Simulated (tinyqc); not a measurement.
Short-channel transistor, virtual-source model with series resistance: two steps of the calculation.

The current per gate width is the charge at the top of the source barrier (the virtual source) times its velocity times a saturation function; al and be are fitting constants of the model. Units: I in uA/um, Rs in ohm um, so I Rs = 1e-6 I Rs in volts; Q in uC/cm^2, so I = 1e-4 Q vx0 Fsat with vx0 in cm/s.

Values chosen for this exercise: temperature T = 325 K; inversion capacitance Cinv = 1.83 uF/cm^2; velocity at the virtual source vx0 = 3.56e7 cm/s; apparent mobility mu = 1100 cm^2/(V s); channel length L = 32 nm; threshold at zero drain voltage VT0 = 0.45 V; drain-induced barrier lowering dl = 0.043 V/V; subthreshold factor n0 = 1.18; growth of n with drain voltage nd = 0 1/V; threshold shift (in units of Vt) from weak to strong inversion al = 3.5; sharpness of saturation be = 1.8; series resistance of each contact Rs = 30 ohm um; gate voltage Vgs = 0.8 V; drain voltage Vds = 0.05 V.

Constants: q = 1.602176634e-19 C, kB = 1.380649e-23 J/K, Vt = kB T/q. Results are converted to the units shown.

Task 1. Current through the series resistance. Intrinsic voltages Vg' = Vgs - I Rs, Vd' = Vds - 2 I Rs. n = n0 + nd Vd', VT = VT0 - dl Vd', Ff = 1/(1 + exp((Vg' - VT + al Vt/2)/(al Vt))), Q = Cinv n Vt ln(1 + exp((Vg' - VT + al Vt Ff)/(n Vt))), Vdsat = (vx0 L/mu)(1 - Ff) + Vt Ff, Fsat = u/(1 + u^be)^(1/be) with u = Vd'/Vdsat, and I(out) = Q vx0 Fsat per width. (Fsat takes the sign of u.) I(new) = I + 0.5 (I(out) - I).

I at the start = 0 uA/um

Give: Vg'; Vd'; VT; Ff; Q; Vdsat; Fsat; I(out); I after iteration 1.

Result 1.

Vg' = 0.80000 V
Vd' = 0.050000 V
VT = 0.44785 V
Ff = 0.016422
Q = 0.64738 uC/cm^2
Vdsat = 0.10232 V
Fsat = 0.42685
I(out) = 983.76 uA/um
I after iteration 1 = 491.88 uA/um

Task 2. What the series resistance costs. n = n0 + nd Vd', VT = VT0 - dl Vd', Ff = 1/(1 + exp((Vg' - VT + al Vt/2)/(al Vt))), Q = Cinv n Vt ln(1 + exp((Vg' - VT + al Vt Ff)/(n Vt))), Vdsat = (vx0 L/mu)(1 - Ff) + Vt Ff, Fsat = u/(1 + u^be)^(1/be) with u = Vd'/Vdsat, and I = Q vx0 Fsat per width. I0 is the current for Rs = 0. Effective velocity I/Q; transit time L Q/I.

converged I = 463.50683 uA/um
I0 = 983.75674 uA/um

Wanted: loss against I0; effective velocity; transit time.

Result 2.

loss against I0 = 52.884 %
effective velocity = 7.4732e6 cm/s
transit time = 0.42820 ps

tinyqc, about 0.02 s, one thread, Intel Xeon 2.30GHz (shared host): `OMP_NUM_THREADS=1 python tinyqc.py 2380171 2380172 out.jsonl`
